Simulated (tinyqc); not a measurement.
Double-gate transistor, scale length and short-channel effects: one step of the calculation.

A body of thickness ts between two insulators of thickness ti and two tied gates. Below threshold the potential that source and drain add obeys Laplace's equation and vanishes on the gate. Its lowest mode decays along the channel as exp(-k y); k is the smallest positive root of the matching condition at the interface, and the scale length is Lambda = pi/k.

Task. Decay constant by Newton steps. f(k) = ei cos(k ti) cos(k ts/2) - eps_r sin(k ti) sin(k ts/2); f' by a central difference with +/- 1e-5 1/nm; k(new) = k - f/f'.

Inputs (values chosen for the exercise); permittivities: semiconductor close to that of silicon, insulator close to that of silicon nitride:
- eps_r = 11.5 (relative permittivity of the semiconductor)
- ei = 7.74 (relative permittivity of the insulator)
- ti = 1.3 nm (insulator thickness)
- ts = 8.6 nm (body thickness)

k at the start = 0.27 1/nm

Give: f; f'; k after iteration 1.

Result.

f = -0.7310
f' = -49.69 nm
k after iteration 1 = 0.2553 1/nm

Numbers from tinyqc (`OMP_NUM_THREADS=1 python tinyqc.py 2420019 2420020 out.jsonl`; about 0.01 s on one thread of a shared Intel Xeon 2.30GHz).
